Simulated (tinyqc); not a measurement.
Thermoelectric coefficients of a parabolic band, Landauer integrals: one step of the calculation.

Bulk parabolic band, x = (E - Ec)/kB T, C = hbar^2/(2 m0), kB T in eV. Modes per area gv m kB T x/(4 pi C) times the back-scattering length l0 x^rr give the transport function s0 X(x), s0 = (2 q^2/h) gv m kB T l0/(4 pi C), X = x^(1 + rr). I_k = int X (x - eta)^k w dx, w = 1/(4 cosh^2((x - eta)/2)).

Task. Power factor and figure of merit. Power factor S^2 sigma, ZT = S^2 sigma T/(kappa_e + kL).

Parameters, values chosen for the exercise:
```
symbol  value     unit                       meaning
T         400        K                   temperature
kL       0.31  W/(m K)  lattice thermal conductivity
```

sigma = 27608.527 S/cm
S = -81.953858 uV/K
kappa_e = 22.188032 W/(m K)

Find: power factor; ZT; electronic share of kappa.

Result.

power factor = 18.543 mW/(m K^2)
ZT = 0.32968
electronic share of kappa = 98.622 %

Range of the model: Parabolic bands, elastic scattering and a fixed kL make these model figures, not those of a material.

tinyqc, about 0.03 s, one thread, Intel Xeon 2.30GHz (shared host): `OMP_NUM_THREADS=1 python tinyqc.py 2800023 2800024 out.jsonl`
